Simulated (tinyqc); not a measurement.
Free and trapped electrons in a MOS channel with a dense trap tail: two steps of the calculation.

p-type body, charge-sheet picture, full ionisation (an idealisation for deep acceptors), Boltzmann statistics for free electrons. e = Ec - EF at the surface. Acceptor-like traps of density D(E) = D0 + De exp(-E/Ew) at depth E below Ec, from 0 to Eu, hold n_t = integral of D(E)/(1 + exp((e - E)/Vt)). psi = Eg - Vt ln(Nv/Na) - e; N_dep = sqrt(2 eps0 eps_r Na (psi - Vt)/q); n_f = sqrt(N_dep^2 + 2 eps0 eps_r Vt Nc exp(-e/Vt)/q) - N_dep; Vg = Vfb + psi + q (N_dep + n_t + n_f)/Cox, Cox = eps0 eox/tox.

Inputs (values chosen for the exercise); band and dielectric values close to those of gallium nitride:
- T = 300 K (temperature)
- Eg = 3.36 eV (band gap)
- eps_r = 9.61 (relative permittivity)
- Nc = 2.29e18 cm^-3 (conduction-band density of states at T)
- Nv = 4.66e19 cm^-3 (valence-band density of states at T)
- eox = 3.9 (relative permittivity of the insulator)
- tox = 51 nm (insulator thickness)
- Na = 9.6e15 cm^-3 (acceptor density)
- Vfb = -2.55 V (flat-band voltage without trapped charge)
- D0 = 9.5e10 cm^-2 eV^-1 (constant background density of acceptor-like traps)
- De = 3.4e12 cm^-2 eV^-1 (density of the tail at the conduction edge)
- Ew = 0.13 eV (decay energy of the tail)
- Eu = 0.65 eV (depth below Ec down to which the traps reach)
- mf = 80 cm^2/(V s) (mobility of free electrons)
- e = 0.031 eV (Ec - EF at the surface)

Constants: q = 1.602176634e-19 C, kB = 1.380649e-23 J/K, Vt = kB T/q, eps0 = 8.8541878128e-14 F/cm where lengths are in cm. Results are converted to the units shown.

Problem 1. Trapped charge. Trapezoid rule on 16 equal steps from 0 to Eu, f = 1/(1 + exp((e - E)/Vt)).

Give: E; D(E) f; n_t.

Solution 1.

```
point   E (eV)  D(E) f (cm^-2 eV^-1)
0            0              8.095e11
1      0.04063              1.529e12
2      0.08125              1.675e12
3       0.1219              1.385e12
4       0.1625              1.063e12
5       0.2031              8.066e11
6       0.2437              6.162e11
7       0.2844              4.764e11
8       0.3250              3.741e11
9       0.3656              2.992e11
10      0.4062              2.444e11
11      0.4469              2.043e11
12      0.4875              1.750e11
13      0.5281              1.535e11
14      0.5687              1.378e11
15      0.6094              1.263e11
16      0.6500              1.179e11
```

n_t = 3.953e11 cm^-2

Problem 2. Charges and gate voltage. psi, N_dep, n_f and Vg as defined, with the n_t given; free share n_f/(n_f + n_t); apparent mobility mf n_f/(n_f + n_t); gate voltage spent on traps q n_t/Cox.

n_t = 3.9525462e11 cm^-2

Give: psi; N_dep; n_f; Vg; free share; apparent mobility; gate voltage spent on traps.

Solution 2.

psi = 3.1096 V
N_dep = 5.6075e11 cm^-2
n_f = 1.4918e11 cm^-2
Vg = 3.1748 V
free share = 27.401 %
apparent mobility = 21.921 cm^2/(V s)
gate voltage spent on traps = 0.93529 V

tinyqc, about 0.04 s, one thread, Intel Xeon 2.30GHz (shared host): `OMP_NUM_THREADS=1 python tinyqc.py 2222095 2222096 out.jsonl`
